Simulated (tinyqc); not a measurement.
Tight binding, honeycomb lattice, step by step. Computed by tinyqc, a small Python program that keeps every step. Settings: t1 = 0.93, t2 = 0, phi = -0.99, delta = 1.72, points = 7. Command: `OMP_NUM_THREADS=1 python tinyqc.py 20003 20004 out.jsonl` (the two numbers bound the seeds that draw the settings). One thread of a shared host (Intel(R) Xeon(R) Processor @ 2.60GHz), about 0.01 s of CPU time with the checks.

## Bloch Hamiltonian at k

Parameters chosen for this model:
```
parameter      value                        unit
t1          0.930000                 eV, nearest
t2                 0       eV, second neighbours
phi        -0.990000  rad, phase of t2 (Haldane)
delta       1.720000          eV, +/- on A and B
```

k point k (fractions of the reciprocal vectors): -0.100000  0.250000

H_AB = -t1 (1 + exp(-i k.a1) + exp(-i k.a2)); H_AA = delta - 2 t2 sum cos(k.b + phi), H_BB = -delta - 2 t2 sum cos(k.b - phi), b = a1, a2 - a1, -a2.

H(k) at k (eV):
```
                     A                    B
A             1.720000  -1.682386+0.383360i
B  -1.682386-0.383360i            -1.720000
```

## Levels at k

Diagonalise the Hermitian matrix.

eigenvalues (eV): -2.436347  2.436347

weights |c|^2 of the basis functions:
```
     band 1    band 2
A  0.147013  0.852987
B  0.852987  0.147013
```

## Bloch Hamiltonian at K

k point K (fractions of the reciprocal vectors): 0.333333  0.666667

As before.

H(k) at K (eV):
```
          A          B
A  1.720000   0.000000
B  0.000000  -1.720000
```

## Levels at K

As before.

eigenvalues (eV): -1.720000  1.720000

weights |c|^2 of the basis functions:
```
     band 1    band 2
A  0.000000  1.000000
B  1.000000  0.000000
```

## Bands along a path

The same steps at evenly spaced points between the labelled ones.

Bands along the path (eV):
```
k             band 1    band 2
G          -3.277575  3.277575
G-K 0.33   -2.916108  2.916108
G-K 0.67   -2.127997  2.127997
K          -1.720000  1.720000
K-M 0.33   -1.789768  1.789768
K-M 0.67   -1.904532  1.904532
M          -1.955326  1.955326
M-K' 0.33  -1.904532  1.904532
M-K' 0.67  -1.789768  1.789768
K'         -1.720000  1.720000
```

With 1 band(s) filled, the highest filled level on these points lies at K and the lowest empty one at K: a gap of 3.4400 eV, direct.

## Chern number of the lower band

On a 7 x 7 mesh, the phase of the product of overlaps around each plaquette (k1 then k2); the sum over 2 pi is an integer.

plaquette phases (rad):
```
           1          2          3          4          5          6          7
1   0.000000  -0.019813  -0.044378  -0.031516   0.026330   0.032239   0.016355
2   0.019813   0.000000  -0.034030  -0.074799  -0.038574   0.024738   0.032239
3   0.044378   0.034030   0.000000  -0.062859  -0.101185  -0.038574   0.026330
4   0.031516   0.074799   0.062859   0.000000  -0.062859  -0.074799  -0.031516
5  -0.026330   0.038574   0.101185   0.062859   0.000000  -0.034030  -0.044378
6  -0.032239  -0.024738   0.038574   0.074799   0.034030   0.000000  -0.019813
7  -0.016355  -0.032239  -0.026330   0.031516   0.044378   0.019813   0.000000
```

Chern number = 0.000000
